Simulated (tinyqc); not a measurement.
The choice of windows: ionisation potential and affinity of a slab from the planar-averaged potential.

A model of the planar-averaged electrostatic energy of an electron in a periodic cell of N1 periods of A (L1 = N1 n1 h) and N2 periods of vacuum (L2 = N2 n2 h), on z_j = j h: V(z) = f VA + (1 - f) VB + F t(z), VA = V1[0] + V1[1] cos(2 pi z/(n1 h)) + V1[2] cos(4 pi z/(n1 h)), VB the same with V2, n2 and z - L1. f = [tanh(z/w) - tanh((z - L1)/w) + tanh((z - L1 - L2)/w)]/2 + 1/2; t(z) = z - L1/2 in A and (L1/L2)(L1 + L2/2 - z) beyond, so that the cell is periodic.

Running mean over n points, periodic: for odd n the plain mean of the n points centred on j; for even n the n + 1 points with half weight at both ends. The macroscopic average applies the mean over n1 points and then over n2 points.

Inputs chosen for the exercise (gap near that of Si; the results hold for these values, not for the real material):

| symbol | value | unit | meaning |
|---|---|---|---|
| h | 0.3 | angstrom | grid step |
| n1 | 5 |  | grid points per period of A |
| n2 | 5 |  | grid points per period of the vacuum filter |
| N1 | 5 |  | periods of A |
| N2 | 5 |  | periods of vacuum |
| V1 | (-11.7, 1.4, -0.92) | eV | mean and two harmonics of the potential in A |
| V2 | (0, 0, 0) | eV | the same in vacuum |
| w | 0.49 | angstrom | width of the interfaces |
| F | -0.006 | eV/angstrom | slope in A from opposite charges on the two interfaces |

dV read at j = 12 and 37 after means over the numbers of points listed; ripple is the spread over the five points around each.

Results:

| windows | dV (eV) | ripple in A (meV) | ripple in vacuum (meV) |
|---|---|---|---|
| none | 13.115 | 2597 | 7 |
| 5 only | 11.698 | 7 | 7 |
| 6 only | 11.560 | 370 | 7 |
| 6, 6 | 11.719 | 51 | 9 |
| 5, 5 | 11.698 | 8 | 8 |

Which rows can be used, and how does a wrong window show?

The last row matches both periods and lies -2 meV from the value of a thick cell, V2[0] - V1[0] = 11.700 eV. Against it the raw potential errs by +1.42 eV. Within 20 meV of it lie: 5 only. A window one point too long leaves a ripple of 370 meV in A, against 8 meV in the last row (of which the slope F makes 7 meV): the ripple is the sign to look for. Rows to use, with under 30 meV of ripple in both regions once the tilt is taken off: 5 only and 5, 5. A row with a large ripple can hit the right value only by chance.

tinyqc: `OMP_NUM_THREADS=1 python tinyqc.py 1850630 1850631 out.jsonl`; about 0.01 s, one thread, shared Intel(R) Xeon(R) Processor @ 2.30GHz.
